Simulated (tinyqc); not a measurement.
Inside a calculation. Method: harmonic frequencies on the UHF/6-31g surface (energies and gradients from PySCF), for H2+, spin multiplicity 2. Computed by tinyqc, a small Python program that keeps every step (integrals from PySCF). Settings: charge = 1, multiplicity = 2, basis = 6-31g, delta = 0.005. Command: `OMP_NUM_THREADS=1 python tinyqc.py 22221 22222 out.jsonl` (the two numbers bound the seeds that draw the settings). One thread of a shared host (Intel(R) Xeon(R) Processor @ 2.60GHz), about 0.2 s of CPU time with the checks.

## One row of the Hessian: 2Hz

optimised positions (bohr), order 1H, 2H:
```
[[0.0000, 0.0000, -0.3088],
 [0.0000, 0.0000, 1.6581]]
```

gradient at +delta (hartree/bohr), order 1H, 2H:
```
[[0.000000, 0.000000, -0.000417],
 [0.000000, 0.000000, 0.000417]]
```

gradient at -delta (hartree/bohr), order 1H, 2H:
```
[[0.000000, 0.000000, 0.000465],
 [0.000000, 0.000000, -0.000465]]
```

Displace 2Hz by +/-0.005 bohr; H(k, :) = (g(+) - g(-)) / (2 delta).

row of the Hessian (hartree/bohr^2): [0.000000, 0.000000, -0.088217, 0.000000, 0.000000, 0.088217]

## Hessian by finite differences

All rows are made in the same way, and the matrix is symmetrised.

Hessian (symmetrised) (hartree/bohr^2), order 1Hx, 1Hy, 1Hz, 2Hx, 2Hy, 2Hz:
```
[[-0.000010, 0.000000, 0.000000, 0.000010, 0.000000, 0.000000],
 [0.000000, -0.000010, 0.000000, 0.000000, 0.000010, 0.000000],
 [0.000000, 0.000000, 0.088217, 0.000000, 0.000000, -0.088217],
 [0.000010, 0.000000, 0.000000, -0.000010, 0.000000, 0.000000],
 [0.000000, 0.000010, 0.000000, 0.000000, -0.000010, 0.000000],
 [0.000000, 0.000000, -0.088217, 0.000000, 0.000000, 0.088217]]
```

## Normal modes

masses (u): [1.0078, 1.0078]

Diagonalise H_ij / sqrt(m_i m_j); the 5 smallest eigenvalues belong to translations and rotations; wavenumber = sqrt(eigenvalue / 1822.888) x 219474.63; each mode has its largest component positive (the first on a tie); zero-point energy = sum of wavenumbers / 2, with 349.755 1/cm per kcal/mol.

eigenvalues of the mass-weighted Hessian (hartree/(bohr^2 u)): [0.0000, 0.0000, 0.0000, 0.0000, 0.0000, 0.1751]

harmonic wavenumbers of the vibrations (1/cm): [2150.8]

mass-weighted modes, order 1Hx, 1Hy, 1Hz, 2Hx, 2Hy, 2Hz:
```
[[0.0000],
 [0.0000],
 [0.7071],
 [0.0000],
 [0.0000],
 [-0.7071]]
```

zero-point energy = 3.0747 kcal/mol
